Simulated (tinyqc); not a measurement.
# n-type polysilicon, carrier trapping at grain boundaries, step by step

Numbers from tinyqc (`OMP_NUM_THREADS=1 python tinyqc.py 2830057 2830058 out.jsonl`; about 0.01 s on one thread of a shared Intel Xeon 2.30GHz). Printed values are rounded.

One-dimensional grains of size Lg, uniform ionised doping N, monovalent traps Qt at each boundary at a depth Et below (for electrons) or above (for holes) the band edge there, abrupt depletion of width W on each side of a boundary, Boltzmann statistics. xi is the distance from the band edge at the grain centre to the Fermi level. Trapped charge Qt/(1 + exp((xi + VB - Et)/Vt)) = 2 N W, barrier VB = q N W^2/(2 eps0 eps_r).

Values chosen for this exercise; values of the order met in polycrystalline silicon: temperature T = 300 K; relative permittivity eps_r = 11.7; conduction-band density of states at T NB = 2.8e19 cm^-3; grain size Lg = 89 nm; trap density of a grain boundary Qt = 9.7e11 cm^-2; depth of the trap level from the majority band edge at the boundary Et = 0.32 eV; mass for thermionic emission ms = 0.39 m0; correction factor of the emission rate fe = 1; mobility inside the grains mug = 180 cm^2/(V s); doping N = 3.5e17 cm^-3.

Constants: q = 1.602176634e-19 C, kB = 1.380649e-23 J/K, m0 = 9.1093837015e-31 kg, Vt = kB T/q, eps0 = 8.8541878128e-14 F/cm where lengths are in cm. Results are converted to the units shown.

## Starting value

W = 11 nm.

W at the start = 11 nm

## Iteration 1: new W

Partly depleted grain, xi = Vt ln(NB/N): f = 1/(1 + exp((xi + VB - Et)/Vt)), g = Qt f - 2 N W, g' = -2 Qt f (1 - f) VB/(W Vt) - 2 N, W(new) = W - g/g'.

VB = 0.03274909 V
f = 0.9988061
g = 1.988419e11 cm^-2
g' = -7.026642e10 cm^-2/nm
W after iteration 1 = 13.82983 nm

## Iteration 2: new W

As before.

VB = 0.05176634 V
f = 0.9975118
g = -5.015283e8 cm^-2
g' = -7.069717e10 cm^-2/nm
W after iteration 2 = 13.82273 nm

## Course of the iteration

Stop when the step is below 1e-10 nm, or after 40 iterations.

Course of the iteration:

| iteration | W before the step (nm) | step (nm) |
|---|---|---|
| 1 | 11 | 2.83 |
| 2 | 13.82983 | -7.09e-3 |
| 3 | 13.82273 | -8.94e-8 |
| 4 | 13.82273 | < 1e-12 |

Converged in 4 iterations.

## Depletion width, Fermi level and barrier

If the trap equation with xi = Vt ln(NB/N) has a root W < Lg/2, the grain is partly depleted; otherwise W = Lg/2 and the trap equation gives xi = Et - VB + Vt ln(Qt/(N Lg) - 1). N* = Qt/Lg.

N* = 1.089888e17 cm^-3
W = 13.82273 nm
xi = 0.1132842 V
VB = 0.05171324 V
share of traps filled = 0.9975169

N is 3.21 N*, and the grain is partly depleted; VB = 2.00 Vt.

## Resistivity and effective mobility

n0 = NB exp(-xi/Vt); mean density n0 (1 - 2 W/Lg) by charge balance in a partly depleted grain, and n0 (sqrt(pi)/2) erf(u)/u with u = sqrt(VB/Vt) in a fully depleted one; v = sqrt(kB T/(2 pi ms m0)); barrier resistivity Vt exp(VB/Vt)/(q fe n0 v Lg); grain resistivity (1 - 2 W/Lg)/(q n0 mug); effective mobility 1/(q mean density total resistivity).

n0 = 3.5e17 cm^-3
mean density = 2.412819e17 cm^-3
v = 4.307602e6 cm/s
barrier resistivity = 0.08888622 ohm cm
grain resistivity = 0.06829764 ohm cm
resistivity = 0.1571839 ohm cm
effective mobility = 164.5724 cm^2/(V s)

The resistivity is 1.59 times that of a single crystal with the same N and mobility mug, and the mean density is 68.9 % of N.
